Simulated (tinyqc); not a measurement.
# Changing the temperature T

Model: concentration-dependent dopant diffusion with charged defects and the built-in field. Computed by tinyqc, a small Python program. Command: `OMP_NUM_THREADS=1 python tinyqc.py 3010363 3010364 out.jsonl extrinsic sweep`. One thread of a shared host (Intel(R) Xeon(R) Processor @ 2.30GHz), about 0.6 s of CPU time with the checks.

A constant source C_s feeds a half space. The dopant moves through neutral point defects and through charged ones, whose number grows with the majority carrier density n.

Inputs (values chosen for the exercise, modelled on boron in silicon):

| quantity | value | unit |
|---|---|---|
| neutral prefactor D0x | 0.0429 | cm^2/s |
| neutral activation energy E0 | 3.51 | eV |
| singly charged prefactor D01 | 0.946 | cm^2/s |
| activation energy E1 | 3.49 | eV |
| surface concentration C_s | 1.7e+19 | 1/cm^3 |
| junction level C_B | 5.6e+15 | 1/cm^3 |
| time t | 790 | s |

Field enhancement: off.

Constants: k_B = 8.617333262e-05 eV/K.

Method:
- n_i = 3.87e16 T^1.5 exp(-7014/T) per cm^3 (T in kelvin, an empirical form); each D = prefactor x exp(-E/(k_B T)); the intrinsic diffusivity D_i is their sum.
- Temperatures in kelvin are T(C) + 273.15.
- n = C/2 + sqrt(C^2/4 + n_i^2); D(C) = h [Dx + D1 (n/n_i)], h = 1.
- With y = x/sqrt(D_s t), u = C/C_s and q = -(D/D_s) du/dy: du/dy = -q D_s/D, dq/dy = -(y/2) q D_s/D, u(0) = 1. The surface flux q(0) is shot so that u tends to 0 (LSODA, an adaptive multistep solver, relative tolerance 1e-10). Dose Q = 2 q(0) C_s sqrt(D_s t).
- The junction lies where C = C_B.

One run for each value:

| temperature T (C) | junction depth x_j (nm) | enhancement D_s/D_i | n_i (1/cm^3) | intrinsic diffusivity D_i (cm^2/s) |
|---|---|---|---|---|
| 850 | 25.31 | 5.9926 | 2.8264e+18 | 2.1447e-16 |
| 900 | 51.82 | 4.4112 | 3.9372e+18 | 9.9756e-16 |
| 950 | 101.15 | 3.3758 | 5.3521e+18 | 4.0921e-15 |
| 1000 | 188.83 | 2.6876 | 7.1191e+18 | 1.5024e-14 |
| 1050 | 338.13 | 2.2241 | 9.2883e+18 | 4.9999e-14 |
| 1100 | 582.61 | 1.9074 | 1.1910e+19 | 1.5244e-13 |
| 1150 | 968.80 | 1.6875 | 1.5037e+19 | 4.2976e-13 |

Over the rows, junction depth x_j (nm) rises from 25.3 to 969; enhancement D_s/D_i falls from 5.99 to 1.69. The enhancement drops as T rises, because n_i grows relative to C_s.

Caution (all rows): the built-in field is switched off although C_s exceeds n_i; with it D_s would be larger by the factor 1 + C_s/sqrt(C_s^2 + 4 n_i^2).
